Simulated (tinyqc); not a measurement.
# Heated strip on a layer stack, thermal resistances with spreading: several studies

A long strip of width ws dissipates Pw per length on three layers over a heat sink. Heat is taken to spread at 45 degrees, so the width of the flow grows by twice the depth: w1 = ws + 2 t1, w2 = w1 + 2 t2, w3 = w2 + 2 t3 at the bottoms of the layers. This is a rule of thumb, not a solution of the heat equation.

Values chosen for this exercise; conductivities close to those of gallium nitride (layer 1), silicon (layer 2) and solder (layer 3): heat-sink temperature T0 = 300 K; width of the heated strip ws = 2.2 um; power per length of the strip Pw = 0.56 W/mm; thickness of layer 1 t1 = 2.7 um; conductivity of layer 1 k1 = 153 W/(m K); boundary resistance between layers 1 and 2 Rb = 4.2 m^2 K/GW; thickness of layer 2 t2 = 75 um; conductivity of layer 2 at 300 K k2 = 152 W/(m K); exponent in k2(T) = k2 (300 K/T)^p p = 1.5; thickness of layer 3 t3 = 30 um; conductivity of layer 3 k3 = 53.1 W/(m K).

Each table varies one quantity; the others keep the values above.

## Effect of the heat-sink temperature

Resistances times length: layer i, ln(w_i/w_(i-1))/(2 k_i) with w0 = ws; boundary, Rb/w1. From the sink upward: Ta = T0 + Pw R3; across layer 2 the Kirchhoff transform gives Tb^(1-p) = Ta^(1-p) + (1 - p)(300 K)^(-p) Pw R2; Tc = Tb + Pw Rboundary; Tj = Tc + Pw R1. The share is that of R1 + Rboundary in the sum of the four resistances.

The same in every row: sum of resistances (K mm/W) = 17.615; share of layer 1 and boundary (%) = 26.136.

Effect of the heat-sink temperature:
```
T0 (K)	Tj - T0 (K)	(Tj - T0)/Pw (K mm/W)
250	8.6270	15.405
280	9.4308	16.841
310	10.280	18.356
340	11.171	19.948
370	12.103	21.613
400	13.075	23.348
430	14.084	25.150
```

As T0 goes from 250 to 430 K, Tj - T0 rises from 8.63 to 14.1 K, on average as T0^(0.90), and the share of layer 1 and the boundary stays at 26.1 %. The apparent resistance grows from 15.4 to 25.2 K mm/W because k2 falls as layer 2 warms.

## Effect of the boundary resistance between layers 1 and 2

Same model as above.

Effect of the boundary resistance between layers 1 and 2:
```
Rb (m^2 K/GW)	sum of resistances (K mm/W)	share of layer 1 and boundary (%)	Tj - T0 (K)	(Tj - T0)/Pw (K mm/W)
1	17.19	24.33	9.756	17.42
2.1	17.34	24.96	9.837	17.57
4.5	17.65	26.30	10.01	17.88
9.7	18.34	29.05	10.40	18.57
21	19.83	34.37	11.23	20.05
44	22.85	43.06	12.92	23.08
94	29.43	55.79	16.61	29.66
200	43.38	70.01	24.42	43.61
```

Read the table: what changes, and by how much?

As Rb goes from 1 to 200 m^2 K/GW, Tj - T0 rises from 9.76 to 24.4 K, on average as Rb^(0.17), and the share of layer 1 and the boundary rises from 24.3 to 70.0 %.

## Effect of the width of the heated strip

Same model as above.

Effect of the width of the heated strip:
```
ws (um)	sum of resistances (K mm/W)	share of layer 1 and boundary (%)	Tj - T0 (K)	(Tj - T0)/Pw (K mm/W)
0.3	24.31	42.62	13.76	24.57
0.62	21.90	37.11	12.41	22.15
1.3	19.41	30.84	11.00	19.65
2.7	16.91	24.29	9.594	17.13
5.6	14.40	17.98	8.167	14.58
12	11.79	12.35	6.679	11.93
24	9.472	8.510	5.358	9.568
50	7.135	5.760	4.026	7.190
```

What does the comparison show?

As ws goes from 0.3 to 50 um, Tj - T0 falls from 13.8 to 4.03 K, on average as ws^(-0.24), and the share of layer 1 and the boundary falls from 42.6 to 5.76 %.

Computed by the program tinyqc: `OMP_NUM_THREADS=1 python tinyqc.py 2520019 2520020 out.jsonl`, one thread of a shared Intel Xeon 2.30GHz, about 0.01 s for the whole run.
